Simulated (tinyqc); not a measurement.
MOS capacitor on a p-type substrate, surface potential from the exact charge relation: effect of the temperature on threshold and swing.

Uniform p-type substrate, Boltzmann statistics, full ionisation, classical densities. psi is the surface potential against the body (positive when the bands bend down) and u = psi/Vt. Traps are spread evenly over the gap and neutral at flat band, so their charge is -q Dit psi; the minority quasi-Fermi level is shifted by Vb.

Nc and Nv are given at 400 K and scale as (T/400 K)^1.5; Eg is held fixed. ni = sqrt(Nc Nv) exp(-Eg/(2 Vt)), Eg in volts; phiF = Vt ln(N/ni); Cox = eps0 eox/tox; Vfb = phiM - chi - (Eg - Vt ln(Nv/N)) - q Nf/Cox; VT = Vfb + [(2 phiF + Vb)(1 + q Dit/Cox) + sqrt(2 eps0 eps_r q N (2 phiF + Vb))/Cox]. gamma = sqrt(2 eps0 eps_r q N)/Cox; Wm = sqrt(2 eps0 eps_r (2 phiF + Vb)/(q N)); m = 1 + (eps0 eps_r/Wm + q Dit)/Cox; swing m Vt ln 10; Cmin/Cox = 1/(1 + Cox Wm/(eps0 eps_r)).

Parameters, values chosen for the exercise; band and dielectric values those of a made-up semiconductor:
- Eg = 3.27 eV (band gap)
- eps_r = 7.41 (relative permittivity)
- Nc = 3.23e19 cm^-3 (conduction-band density of states at the reference temperature)
- Nv = 3.36e19 cm^-3 (valence-band density of states at the reference temperature)
- chi = 2.85 eV (electron affinity)
- N = 4.8e17 cm^-3 (acceptor density of the substrate)
- eox = 3.9 (relative permittivity of the gate insulator (close to silicon dioxide))
- tox = 11 nm (insulator thickness)
- phiM = 3.96 eV (gate work function)
- Nf = 0 cm^-2 (fixed charge at the interface, in units of q)
- Dit = 0 cm^-2 eV^-1 (density of interface traps)
- Vb = 0 V (reverse bias of the inversion layer against the body)

Constants: q = 1.602176634e-19 C, kB = 1.380649e-23 J/K, Vt = kB T/q, eps0 = 8.8541878128e-14 F/cm where lengths are in cm. Results are converted to the units shown.

The same in every row: gamma (V^0.5) = 1.012.

Effect of the temperature on threshold and swing:
```
T (K)	Vfb (V)	2 phiF (V)	VT (V)	Wm (nm)	m	swing (mV/decade)	Cmin/Cox
200	-2.105	3.160	2.854	73.43	1.285	50.98	0.2216
240	-2.088	3.127	2.828	73.04	1.286	61.25	0.2225
280	-2.070	3.092	2.801	72.63	1.288	71.55	0.2235
320	-2.052	3.055	2.772	72.20	1.289	81.87	0.2245
360	-2.033	3.017	2.742	71.75	1.291	92.24	0.2256
400	-2.014	2.978	2.711	71.29	1.293	102.6	0.2267
440	-1.993	2.938	2.680	70.81	1.295	113.1	0.2279
```

What does the comparison show?

As T goes from 200 to 440, VT falls from 2.85 to 2.68 V, the swing rises from 51.0 to 113 mV/decade and Cmin/Cox rises from 0.222 to 0.228. Of the change of VT by -0.175 V, 0.111 V comes from Vfb and -0.286 V from the band bending and the charge it takes. VT changes by -0.728 mV/K on average.

Numbers from tinyqc (`OMP_NUM_THREADS=1 python tinyqc.py 2060141 2060142 out.jsonl`; about 0.01 s on one thread of a shared Intel Xeon 2.30GHz).
